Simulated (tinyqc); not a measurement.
Thin film modes against wave vector: bulk, surface, particle and sheet plasmons.

Zero temperature, parabolic band: kF = (3 pi^2 n)^(1/3), EF = c kF^2/m, Ep^2 = 8 pi c e2 n/(m eb), qTF^2 = 6 pi e2 n/(eb EF), c = hbar^2/2m0, e2 = e^2/(4 pi eps0), n in 1/angstrom^3 (1e-24 per 1/cm^3).

Constants: hbar^2/2m0 = 3.80998211 eV angstrom^2; e^2/(4 pi eps0) = 14.39964547 eV angstrom.

Parameters, chosen for this exercise (a free-electron density near that of Na; shifted at random, so the results belong to these values and not to a real crystal): n = 2.62e+22 1/cm^3 (electron density); m = 1 m0 (mass); eb = 1 (background dielectric constant); ed = 3.9 (dielectric constant of the surroundings); d = 100 angstrom (film thickness).

Drude medium eps = eb (1 - Ep^2/E^2), no retardation. A film of thickness d has modes eps = -ed coth(q d/2) (lower) and eps = -ed tanh(q d/2) (upper); a sheet with ns = n d has E^2 = 4 pi c e2 ns q/(m ed). One surface: eps = -ed; small sphere: eps = -2 ed.

Modes (eV):
```
q d    q (1/angstrom)   lower  upper   sheet
0.020        0.000200  0.3040  5.897  0.3044
0.050        0.000500  0.4796  5.737  0.4812
0.10          0.00100  0.6760  5.499  0.6806
0.20          0.00200  0.9488  5.100  0.9624
0.50          0.00500   1.461  4.298   1.522
1.0            0.0100   1.956  3.590   2.152
2.0            0.0200   2.429  3.016   3.044
4.0            0.0400   2.676  2.755   4.304
8.0            0.0800   2.715  2.716   6.087
```

bulk, surface, sphere (eV): 6.010  2.715  2.026

What does the comparison show?

At small q d the lower mode tends to the sheet law sqrt(q) (within 5 % up to q d = 0.5 of the values listed) and the upper one starts near the bulk value. At q d = 8 the two are 0.0014 eV apart around the surface value 2.715 eV. Retardation, left out here, matters where q is below about three times sqrt(ed) E/(hbar c), hbar c = 1973.27 eV angstrom: that holds for 4 of the rows (from the top) for the lower mode and 6 for the upper one.

Run: tinyqc, `OMP_NUM_THREADS=1 python tinyqc.py 1652417 1652418 out.jsonl`; Intel(R) Xeon(R) Processor @ 2.30GHz, one thread, shared host; about 0.01 s of CPU time with all checks.
